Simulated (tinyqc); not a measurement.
Inside a calculation. Model: round nanowire with a gate all round, subbands and threshold shift from confinement.

Program tinyqc, `OMP_NUM_THREADS=1 python tinyqc.py 2350012 2350013 out.jsonl`; Intel Xeon 2.30GHz, shared host, one thread, about 0.1 s. Printed values are rounded.

Undoped body with a flat potential across it, hard walls, transport along x. One isotropic valley (g = 1, mx = my = mz = me). Non-parabolicity enters the subband edges through E (1 + al E) = gamma, so E = 2 gamma/(1 + sqrt(1 + 4 al gamma)); motion within a subband is taken as parabolic with the band-edge mass. Energies are counted from the bulk band edge.

Values chosen for this exercise; masses close to those of In0.53Ga0.47As:
- T = 77 K (temperature)
- me = 0.0411 m0 (mass at the band edge)
- al = 1.3 1/eV (non-parabolicity)
- t = 11.4 nm (diameter)
- dl = 0 nm (widening of the box by penetration into the insulator)

Constants: q = 1.602176634e-19 C, kB = 1.380649e-23 J/K, hbar = 1.054571817e-34 J s, m0 = 9.1093837015e-31 kg, Vt = kB T/q, hbar^2/(2 m0) = 0.0380998212 eV nm^2. Results are converted to the units shown.

Range of the model: Non-parabolicity also makes carriers heavier within each subband, which is left out, so densities of states are understated at high energy.

## Lowest subbands

gamma = C (2 z/(t + dl))^2 (1/my + 1/mz)/2, z the zeros of the Bessel functions J_l (2.404826, 3.831706, 5.135622, 5.520078, ...), twofold for l > 0; the mean inverse mass is an approximation for anisotropic valleys, C = hbar^2/(2 m0). List the 6 lowest, labelled by quantum numbers, with degeneracy g and N_k: N_k = g sqrt(2 mx m0 kB T/(pi hbar^2)).

```
subband	E_k (eV)	g	N_k (cm^-1)
0,1	0.139652	1	4.77327e5
1,1	0.301070	2	9.54655e5
2,1	0.467904	2	9.54655e5
0,2	0.519100	1	4.77327e5
3,1	0.635845	2	9.54655e5
1,2	0.723608	2	9.54655e5
```

## Threshold shift

Each subband has N_k = g sqrt(2 mx m0 kB T/(pi hbar^2)); without degeneracy n = exp(EF/Vt) sum N_k exp(-E_k/Vt). Classical value Nc times pi t^2/4, Nc = sum over valleys of 2 g (m m0 kB T/(2 pi hbar^2))^1.5 with m = (mx my mz)^(1/3). Threshold shift dVT = Vt ln(classical value/sum N_k exp(-E_k/Vt)). Use the subbands listed.

shares, subband 0,1 to 1,2 (%): 100.000  0.000  0.000  0.000  0.000  0.000
sum N_k exp(-E_k/Vt) = 3.45428e-4 cm^-1
Nc = 2.71887e16 cm^-3
classical value = 27751.6 cm^-1
dVT = 120.775 mV

With all subbands dVT = 120.8 mV. The lowest edge lies at 140 meV; dVT is smaller than that, since sum N_k exp(-(E_k - E_1)/Vt) exceeds the classical value.
